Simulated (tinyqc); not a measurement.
# Arrhenius plot from several rate windows

Emission rate en = sn vth(T) Nc(T) exp(-Et/kB T) = sn g T^2 exp(-Et/kB T), g = vth Nc/(300 K)^2, as vth goes as T^0.5 and Nc as T^1.5 (degeneracy factor 1). Each window ew gives the temperature where en = ew.

Parameters, values chosen for the exercise; material values close to those of gallium nitride: conduction-band density of states at 300 K Nc = 2.28e18 cm^-3; thermal velocity at 300 K vth = 2.6e7 cm/s; depth of the trap below the conduction edge Et = 0.31 eV; capture cross-section sn = 4.1e-17 cm^2.

Constants: q = 1.602176634e-19 C, kB = 1.380649e-23 J/K. Results are converted to the units shown.

Result of one run:
```
ew (1/s)  T peak (K)  q/kB T (1/eV)  ln(ew/T^2)   ln ew
3900          273.42         42.442     -2.9533  8.2687
```

What becomes of these results when the rate window ew is changed from 3900 to 5.1 1/s, all else the same?

Result of the changed run:
```
ew (1/s)  T peak (K)  q/kB T (1/eV)  ln(ew/T^2)   ln ew
5.1           188.78         61.470     -8.8520  1.6292
```

The whole series:
```
ew (1/s)  T peak (K)  q/kB T (1/eV)  ln(ew/T^2)    ln ew
1.7           179.40         64.685     -9.8486  0.53063
5.1           188.78         61.470     -8.8520   1.6292
15            198.95         58.329     -7.8781   2.7081
47            210.91         55.021     -6.8527   3.8501
140           223.68         51.879     -5.8788   4.9416
430           238.43         48.671     -4.8843   6.0638
1300          254.86         45.533     -3.9113   7.1701
3900          273.42         42.442     -2.9533   8.2687
```

The peak rises from 179 to 273 K. ln(ew/T^2) against q/kB T is a straight line of slope -0.3100 eV, the trap depth. Its intercept gives sn = 4.10e-17 cm^2. Leaving out the T^2 gives 0.3479 eV, too high by about 2 kB T.

tinyqc, about 0.01 s, one thread, Intel Xeon 2.30GHz (shared host): `OMP_NUM_THREADS=1 python tinyqc.py 2050070 2050071 out.jsonl`
